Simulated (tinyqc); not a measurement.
The same layer on three faces: model-solid line-up of a strained alloy layer on a substrate.

All values of the alloy are linear in x but the gap, Eg(x) = (1 - x) Eg_A + x Eg_B - C x (1 - x), and the valence edge, Ev(x) = (1 - x) Ev_A + x Ev_B + fv C x (1 - x); Ec = Ev + Eg. Ev is the top of the unstrained valence band on a scale common to all materials. In the layer only the Gamma valley of the conduction band is followed, also where an X or L valley would lie lower.

Coherent growth: e_par = (a_s - a)/a. (001): e_perp = -2 (C12/C11) e_par; exx = eyy = e_par, ezz = e_perp, no shear. (111): e_perp = -(2 C11 + 4 C12 - 4 C44)/(C11 + 2 C12 + 4 C44) e_par; exx = eyy = ezz = (2 e_par + e_perp)/3 and exy = eyz = ezx = (e_perp - e_par)/3. (110): e_perp = -(C11 + 3 C12 - 2 C44)/(C11 + C12 + 2 C44) e_par; exx = eyy = (e_par + e_perp)/2, ezz = e_par, exy = (e_perp - e_par)/2, eyz = ezx = 0.

Strained edges: Ec + ac tr(e); the valence edges are Ev plus the levels of the 6 x 6 matrix of X, Y, Z times spin with -Dso/3 + l exx + m (eyy + ezz) on the diagonal (cyclic), n exy off it, l = av + 2 b, m = av - b, n = sqrt(3) d. Spin-orbit term (Dso/3) L.sigma on X, Y, Z with (L_k)_ij = -i epsilon_kij: <X+|H|Y+> = -i Dso/3, <X+|H|Z-> = Dso/3, <Y+|H|Z-> = -i Dso/3, <Z+|H|X-> = -Dso/3, <Z+|H|Y-> = i Dso/3, <X-|H|Y-> = i Dso/3, and their conjugates; + and - are the spin along z.

Values chosen for the exercise (A near GaAs, B near GaSb, substrate near InP; shifted at random, so the results belong to these values and not to a real crystal):
- a = (5.656, 6.089) angstrom (lattice constant of A, B)
- Eg = (1.523, 0.82) eV (gap at Gamma to the s-like level of A, B)
- Dso = (0.337, 0.757) eV (spin-orbit splitting of A, B)
- Ev = (-0.81, -0.03) eV (top of the unstrained valence band of A, B)
- ac = (-7.13, -7.51) eV (conduction deformation potential of A, B)
- av = (1.17, 0.79) eV (valence hydrostatic potential of A, B)
- b = (-1.99, -2.02) eV (tetragonal shear potential of A, B)
- d = (-4.74, -4.7) eV (trigonal shear potential of A, B)
- C11 = (121.5, 88.1) GPa (of A, B)
- C12 = (56.2, 40.5) GPa (of A, B)
- C44 = (59.4, 43.6) GPa (of A, B)
- C = 1.558 eV (bowing of the gap)
- fv = 0.75 (share of the bowing taken by the valence edge)
- a_s = 5.877 angstrom (substrate)
- x = 0.64 (fraction of B)

Composition and substrate are kept.

Cases:

| face |
|---|
| (001) |
| (111) |
| (110) |

Rank the cases by gap (eV), lowest first.

Answer: (001), (110), (111).

Results:

| face | e_perp (%) | tr(e) (%) | shift of Ec (meV) | shift of Ev (meV) | valence splitting (meV) | gap (eV) |
|---|---|---|---|---|---|---|
| (001) | 0.872 | -1.020 | 75.2 | 27.1 | 68.4 | 0.7622 |
| (111) | 0.456 | -1.436 | 105.9 | 24.8 | 71.2 | 0.7952 |
| (110) | 0.541 | -1.351 | 99.6 | 25.7 | 71.5 | 0.7880 |

The layer yields most along the normal on (001) and least on (111), so the volume change, and with it the shift of Ec, is largest on (111). The valence splitting, set by b on (001), by d on (111) and by both on (110), is largest on (110). The gaps span 33 meV, from (001) to (111).

Program tinyqc; command `OMP_NUM_THREADS=1 python tinyqc.py 1080245 1080246 out.jsonl`; about 0.01 s on one thread of a shared Intel(R) Xeon(R) Processor @ 2.30GHz.
